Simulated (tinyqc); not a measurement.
Strain dependence: valley-orbit splitting of a donor ground state, with strain. Computed by tinyqc, a small Python program. Command: `OMP_NUM_THREADS=1 python tinyqc.py 3025717 3025718 out.jsonl valleyorbit walk`. One thread of a shared host (Intel(R) Xeon(R) Processor @ 2.30GHz), about 0.01 s of CPU time with the checks.

The basis is the 1s envelope in each valley; energies are counted from the unstrained conduction-band edge. The strain is e_s (a a^T - 1/3) for the unit stress axis a, so valley j along n_j moves by Xi_u e_s w_j with w_j = (n_j.a)^2 - 1/3: +1/6 for x and y, -1/3 for z. The splitting at the zone boundary that a [110] shear adds for <100> valleys is left out.

Inputs (values chosen for the exercise, modelled on donors in silicon):

| quantity | value | unit |
|---|---|---|
| single-valley binding energy E_0 | 30.3 | meV |
| central-cell shift Lambda | 0.824 | meV |
| coupling Delta_1 | 2.68 | meV |
| coupling Delta_2 | 1.98 | meV |
| shear deformation potential Xi_u | 8.91 | eV |
| shear strain e_s | -8.5e-05 | - |

Valleys: six along <100>. Stress axis: [110].

Method:
- By symmetry: E(A1) = E_0 + Lambda + 4 Delta_1 + Delta_2 (one state), E(T2) = E_0 + Lambda - Delta_2 (three), E(E) = E_0 + Lambda - 2 Delta_1 + Delta_2 (two), as binding energies.
- H_jj = -(E_0 + Lambda) + Xi_u e_s w_j; H_jk = -Delta_2 between opposite valleys and -Delta_1 between perpendicular ones.
- The contact hyperfine ratio is A/A_0 = (sum_j c_j)^2/(number of valleys), c_j the valley amplitudes of the ground state; binding from the lowest valley edge.

E(A1) = 43.824 meV

Against strain:

| e_s | Xi_u e_s (w_max - w_min) (meV) | binding (meV) | gap to next level (meV) | A/A_0 |
|---|---|---|---|---|
| -6.80e-04 | -3.029400 | 42.933 | 13.789 | 0.99316 |
| -2.60e-04 | -1.158300 | 43.456 | 14.312 | 0.99890 |
| -8.50e-05 | -0.378675 | 43.700 | 14.556 | 0.99988 |
| -2.50e-05 | -0.111375 | 43.787 | 14.643 | 0.99999 |
| 2.50e-05 | 0.111375 | 43.750 | 14.606 | 0.99999 |
| 8.50e-05 | 0.378675 | 43.574 | 14.430 | 0.99987 |
| 2.60e-04 | 1.158300 | 43.071 | 13.927 | 0.99879 |
| 6.80e-04 | 3.029400 | 41.939 | 12.795 | 0.99126 |

A/A_0 falls for either sign of strain, to 0.993 and 0.991 at the ends; its limits are the shares of the valleys that end up lowest, 4/6 under compression and 2/6 under tension. Near zero strain A/A_0 changes in second order, the binding in first. The binding energy drops from 43.82 meV to 42.93 and 41.94 meV, since fewer valleys share the valley-orbit gain.

Extremes, crossings and ranges named in words are read from the listed rows.
